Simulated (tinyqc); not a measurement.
From results to parameters: two-site tight-binding chain. Computed by the program tinyqc.

Problem. A two-site chain has site energies +delta (A) and -delta (B) and hoppings t1 > t2 > 0, so E = +/- sqrt(delta^2 + |t1 + t2 exp(-ika)|^2). Find delta, t1 and t2.

upper band at k = 0 = 4.212956 eV
upper band at the zone edge = 1.782190 eV
weight of the upper band on site A at the zone edge = 0.895581

Solution. The weight on A is (1 + delta/E)/2, which gives delta; then t1 + t2 = sqrt(E(0)^2 - delta^2) and t1 - t2 = sqrt(E(edge)^2 - delta^2).

delta, t1, t2 (eV): 1.410  2.530  1.440
